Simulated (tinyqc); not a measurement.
Classical Heisenberg spin chain: exact results, Metropolis, heat-bath and over-relaxation steps, and a Monte Carlo run: one step, computed by the program tinyqc. Command: `OMP_NUM_THREADS=1 python tinyqc.py 3130251 3130252 out.jsonl heismc walk`. One thread of a shared host (Intel(R) Xeon(R) Processor @ 2.30GHz), about 0.3 s of CPU time with the checks.

E = -J sum_i s_i . s_(i+1) for unit vectors s_i on an open chain; K = J/(k_B T).

Problem. Exact results. Each bond angle is independent, so u = <s_i . s_(i+1)> = coth K - 1/K, <s_i . s_(i+n)> = u^n, correlation length xi = -1/ln|u|, energy per bond -J u, heat capacity per bond c/k_B = 1 - K^2/sinh^2 K, and for the long chain chi = mu^2 (1 + u)/(3 k_B T (1 - u)) per spin.

Inputs (values chosen for the exercise, for a model chain of large moments): coupling J = 14 meV; temperature T = 24.4 K; moment mu = 6.7 mu_B.

Constants: k_B = 8.617333262e-05 eV/K; mu_B = 5.7883818060e-05 eV/T.

Give: K; u; xi; energy per bond; heat capacity; chi over the Curie value; chi.

Solution.

K = 6.6583

u = 0.84982

xi = 6.1449 sites

energy per bond = -11.897 meV

heat capacity = 0.99971 k_B/bond

chi over the Curie value = 12.317

chi = 5.0737 mu_B/T per spin

For |K| >> 1, |u| = 1 - 1/|K| and xi = |K| - 1/2 = 6.16: the chain orders only at T = 0, and c tends to k_B, not to zero, a failure of classical spins.
